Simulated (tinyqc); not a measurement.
Undoped gate-all-around wire MOSFET, analytic charge model: one step of the calculation.

An undoped round wire of radius R under an insulator shell and a surrounding gate; long channel, electrons only, n = ni exp((psi - V)/Vt) with V the quasi-Fermi potential (0 at the source, Vd at the drain), constant mobility, no quantisation. The radial Poisson equation gives n(r) = n(0)/(1 - (1 - b) r^2/R^2)^2 with b = Q0/(Q + Q0). Q is the electron charge per area of the wire surface.

Problem. Charge at the source by substitution. With V = 0: u = Vg - V0 - Q/Cox, then Q(new) = (Q0/2)[sqrt(1 + 4 exp(u/Vt)) - 1], the root of Vt ln[(Q/Q0)(1 + Q/Q0)] = u.

Values chosen for this exercise:
- T = 300 K (temperature)
- Vg = 0.4 V (gate voltage)

Constants: q = 1.602176634e-19 C, kB = 1.380649e-23 J/K, Vt = kB T/q. Results are converted to the units shown.

Q after iteration 1 = 37.204528 nC/cm^2
Cox = 2.0829623 uF/cm^2
Q0 = 221.26851 nC/cm^2
V0 = 0.44207496 V

Wanted: u; Q after iteration 2.

Solution.

u = -0.05994 V
Q after iteration 2 = 19.98 nC/cm^2

Numbers from tinyqc (`OMP_NUM_THREADS=1 python tinyqc.py 2460169 2460170 out.jsonl`; about 0.03 s on one thread of a shared Intel Xeon 2.30GHz).
